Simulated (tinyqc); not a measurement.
# MOS structure on a p-type body, non-linear Poisson equation by Newton steps: effects of single changes

One dimension, insulator interface at x = 0, acceptor density Na, uniform, net doping C = -(acceptor density). psi is counted from the intrinsic level: n = ni exp((psi - Vb)/Vt), p = ni exp(-psi/Vt); deep in the body psi_b = -Vt ln(Na/ni). The gate acts through Cox = eps0 eox/tox and has the potential psi_G = Vg - (phiM - chi - Vt ln(Nc/ni)). Boltzmann statistics, full ionisation, classical densities, no oxide or interface charge.

Values chosen for this exercise; band and dielectric values close to those of silicon:
```
symbol,value,unit,meaning
T,250,K,temperature
Eg,1.11,eV,band gap
eps_r,11.7,,relative permittivity
Nc,2.16e19,cm^-3,conduction-band density of states at T
Nv,2.03e19,cm^-3,valence-band density of states at T
chi,4.03,eV,electron affinity
Na,1.5e16,cm^-3,acceptor density deep in the body
eox,24.6,,relative permittivity of the gate insulator (close to zirconium oxide)
tox,20,nm,insulator thickness
phiM,4.23,eV,gate work function
Vb,0.2,V,electron quasi-Fermi potential against the body
```

Constants: q = 1.602176634e-19 C, kB = 1.380649e-23 J/K, Vt = kB T/q, eps0 = 8.8541878128e-14 F/cm where lengths are in cm. Results are converted to the units shown.

Each table varies one quantity; the others keep the values above.

## Charge and capacitance against gate voltage

ni = sqrt(Nc Nv) exp(-Eg/(2 Vt)), Eg in volts. The Poisson equation d/dx(eps0 eps_r dpsi/dx) = -q (p - n + C), with eps0 eps_r dpsi/dx = -Cox (psi_G - psi_0) at x = 0, is solved on a mesh of about 600 nodes or more. N_inv is the integral of n less its value deep in the body. C_LF = Cox (1 - dpsi_0/dVg) with all carriers following; C_HF is the same with the electron quasi-Fermi level shifting uniformly so that N_inv stays fixed. The centroid is that of the same excess.

Result of one run:
```
Vg (V)	psi_0 - psi_b (V)	N_inv (cm^-2)	C_LF/Cox	C_HF/Cox	centroid (nm)
0.51	1.11	5.78e11	0.740	0.0306	2.41
```

What becomes of these results when the gate voltage against the body Vg is changed from 0.51 to 1.01 V, all else the same?

Result of the changed run:
```
Vg (V)	psi_0 - psi_b (V)	N_inv (cm^-2)	C_LF/Cox	C_HF/Cox	centroid (nm)
1.01	1.18	3.55e12	0.931	0.0306	1.25
```

The whole series:
```
Vg (V)	psi_0 - psi_b (V)	N_inv (cm^-2)	C_LF/Cox	C_HF/Cox	centroid (nm)
0.13	0.827	1.87e6	0.0349	0.0348	3.63
0.26	0.952	5.90e8	0.0362	0.0325	3.36
0.38	1.06	7.16e10	0.324	0.0309	3.06
0.51	1.11	5.78e11	0.740	0.0306	2.41
0.63	1.14	1.23e12	0.842	0.0306	1.96
0.76	1.15	1.99e12	0.890	0.0306	1.63
0.88	1.17	2.73e12	0.914	0.0306	1.42
1.01	1.18	3.55e12	0.931	0.0306	1.25
```

N_inv goes from 1.87e6 to 3.55e12 cm^-2 and passes 2e11 cm^-2 at Vg = 0.425 V. Below threshold it takes 52.0 mV a decade between Vg = 0.13 and 0.26 V, against Vt ln 10 = 49.6 mV. C_LF/Cox is lowest, 0.0349, at Vg = 0.13 V among the rows listed and ends at 0.931, while C_HF/Cox ends at 0.0306. Between the last two rows q dN_inv/dVg is 0.923 Cox. Where the classical centroid is under about 2 nm, confinement would move the charge away from the interface and raise the threshold. Above about 2e12 cm^-2 degeneracy matters too.

## Effect of the electron quasi-Fermi potential against the body on threshold, swing and body effect

VT is the Vg at which N_inv = 2e11 cm^-2. m = 1/(dpsi_0/dVg) at N_inv = 1e8 cm^-2; the swing is the Vg between N_inv = 1e8 and 1e9 cm^-2; body coefficient [VT(Vb + 0.05 V) - VT(Vb)]/0.05 V - 1.

Results:
```
Vb (V)	VT (V)	psi_0 - psi_b at VT (V)	m - 1	swing (mV/decade)	body coefficient
0	0.216	0.881	0.0397	52.5	0.0454
0.3	0.528	1.18	0.0332	51.9	0.0379
0.6	0.839	1.49	0.0291	51.6	0.0331
0.9	1.15	1.79	0.0263	51.4	0.0297
1.5	1.77	2.39	0.0225	51.1	0.0251
1.8	2.07	2.69	0.0212	51.0	0.0234
```

Estimate the missing row, Vb = 1.2 V.

Computed row:
```
Vb (V)	VT (V)	psi_0 - psi_b at VT (V)	m - 1	swing (mV/decade)	body coefficient
1.2	1.46	2.09	0.0242	51.2	0.0271
```

With this row back in the table: As Vb goes from 0 to 1.8, VT rises from 0.216 to 2.07 V, the swing falls from 52.5 to 51.0 mV/decade and the body coefficient falls from 0.0454 to 0.0234. The swing stays within 1.8 % of m Vt ln 10, and the body coefficient within 0.0057 of m - 1.

tinyqc, about 0.4 s, one thread, Intel Xeon 2.30GHz (shared host): `OMP_NUM_THREADS=1 python tinyqc.py 2080172 2080173 out.jsonl`
